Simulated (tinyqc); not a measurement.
Worked calculation: Ewald sum of point charges, displaced rock salt, strained along z by a factor 0.97, lattice. Computed by tinyqc, a small Python program that keeps every step. Command: `OMP_NUM_THREADS=1 python tinyqc.py 27870 27871 out.jsonl` (the two numbers bound the seeds that draw the settings). One thread of a shared host (Intel(R) Xeon(R) Processor @ 2.60GHz), about 0.04 s of CPU time with the checks.

## Ewald sum with eta = 0.595 1/bohr

cell vectors (rows) (bohr):
```
,1,2,3
1,0.00000,3.30000,3.20100
2,3.30000,0.00000,3.20100
3,3.30000,3.30000,0.00000
```

Charges:
```
q,f1,f2,f3
1.00000,0.00000,0.00000,0.00000
-1.00000,0.42000,0.57000,0.50000
```

Real space: 1/2 sum q_i q_j erfc(eta r)/r over all images with r > 0; reciprocal space: (2 pi/V) sum_(G != 0) exp(-G^2/4 eta^2)/G^2 |S(G)|^2 with S(G) = sum q exp(i G.r); self term -eta/sqrt(pi) sum q^2; background -pi Q^2/(2 V eta^2), Q the total charge.

Real-space shells (first ones):
```
r (bohr),pairs,sum (hartree)
3.04494,2,-0.00342
3.08050,2,-0.00310
3.18835,2,-0.00229
3.25199,2,-0.00191
3.54100,2,-0.00082
3.57162,2,-0.00074
4.59743,16,0.00019
4.66690,8,0.00007
5.35524,2,-1.23e-06
5.39337,2,-1.05e-06
5.63274,2,-3.80e-07
5.66900,2,-3.25e-07
```

Reciprocal shells (first ones that count):
```
G^2 (1/bohr^2),vectors,sum (hartree)
2.77583,8,0.14228
3.62520,4,0.00168
3.85291,2,1.22e-05
7.25040,4,0.00012
7.47810,8,0.00011
10.02622,16,0.00042
10.48164,8,0.00016
11.10330,8,1.07e-05
14.50080,4,7.34e-07
15.41162,2,3.46e-09
17.27662,8,6.61e-07
17.73204,16,1.03e-06
```

## The total does not depend on eta

The same sums for other eta.

Totals (hartree per cell):
```
eta,real,reciprocal,self,background,total
0.59500,-0.01201,0.14480,-0.67139,0.00000,-0.5385934
0.79500,-0.00060,0.35906,-0.89706,0.00000,-0.5385934
0.92100,-0.00006,0.50071,-1.03924,0.00000,-0.5385934
```

shortest distance = 3.04494 bohr

Madelung constant -E d / (formula units |q+ q-|) = 1.63999
